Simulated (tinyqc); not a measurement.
X-ray reflectivity of a thin film on silicon: critical angles, Parratt recursion, fringes and roughness: one step, computed by the program tinyqc.

n = 1 - delta + i beta; the classical electron radius is r_e = 2.8179403e-6 nm. Layer 0 is vacuum, 1 the film, 2 the substrate.

Problem. Fringe period, contrast and decay. Far above the critical angle the period is d theta = lambda/(2 d), or 2 pi/d in q; the envelope runs between (|r_01| - |r_12 p|)^2 and (|r_01| + |r_12 p|)^2; contrast = 2 a b/(a^2 + b^2) with a = |r_01|, b = |r_12 p|; roughness factors on the amplitudes are about exp(-q^2 sigma^2/2).

Inputs (values chosen for the exercise, modelled on copper on silicon, copper K-alpha radiation):
```
quantity                              value  unit
wavelength lambda                   0.15406    nm
film thickness d                       19.3    nm
roughness of the surface sigma_1          1    nm
roughness of the interface sigma_2     0.52    nm
```

1000 r_01 = 10.49954-0.26769i

1000 r_12 = -17.73697+0.43074i

p = -0.8591757-0.4156762i

q = 4 pi sin(theta)/lambda = 1.594365 1/nm

Give: period in theta; period in q; contrast; roughness factor, surface; roughness factor, interface.

Solution.

period in theta = 0.2287 degrees

period in q = 0.3256 1/nm

contrast = 0.8958

roughness factor, surface = 0.2806

roughness factor, interface = 0.7092
